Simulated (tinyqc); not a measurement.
Boltzmann transport in a parabolic band with a power-law relaxation time: one step. Integrals for r = 0 (a constant relaxation time). Two cases, with inputs chosen for the exercise.

Question. Evaluate F_j and K_j for j = 1/2, r + 1/2, r + 3/2, r + 5/2 and 2r + 1/2 (each value once).

F_j(eta) = (1/Gamma(j + 1)) integral_0^infinity x^j dx/(1 + exp(x - eta)), which tends to exp(eta) for eta << 0.

tau = tau0 x^r with x = E/kT. With K_j = Gamma(j + 1) F_j(eta): <tau> = tau0 (r + 3/2) K_(r+1/2)/((3/2) K_(1/2)); mu = <tau>/(mc m0/e), m0/e = 5.685630e-12 kg/C; Hall factor rH = (3/2) K_(1/2) (2r + 3/2) K_(2r+1/2)/((r + 3/2) K_(r+1/2))^2; Seebeck S = -(kB/e) [(r + 5/2) K_(r+3/2)/((r + 3/2) K_(r+1/2)) - eta]; Lorenz number L = (kB/e)^2 [(r + 7/2) K_(r+5/2)/((r + 3/2) K_(r+1/2)) - ((r + 5/2) K_(r+3/2)/((r + 3/2) K_(r+1/2)))^2]; kB/e in V/K. Valley anisotropy is left out of rH.

Give: F_j and K_j.

Case 1.

Values chosen (out of a larger set: masses near those of InP; tau0 is set for a mobility of the usual size at this n, kL is a free input; freeze-out and phonon drag, which matter near 77 K, are left out; not measured data): r = 0 (exponent of tau).

eta = -1.262900

Answer.

F_j and K_j:
```
j        F_j      K_j
0.5  0.25824  0.22886
1.5  0.26997  0.35888
2.5  0.27620  0.91791
```

Case 2.

Values chosen (out of a larger set: masses near those of InP; tau0 is set for a mobility of the usual size at this n, kL is a free input; freeze-out and phonon drag, which matter near 77 K, are left out; not measured data): r = 0 (exponent of tau).

eta = 3.394209

Answer.

F_j and K_j:
```
j       F_j     K_j
0.5  5.2456  4.6488
1.5  9.7053  12.902
2.5  14.551  48.359
```

Computed by tinyqc, one run a case: `OMP_NUM_THREADS=1 python tinyqc.py N N+1 out.jsonl` with N = 1650888, 1651061; one thread of a shared Intel(R) Xeon(R) Processor @ 2.30GHz, about 0.01 s a run at most.
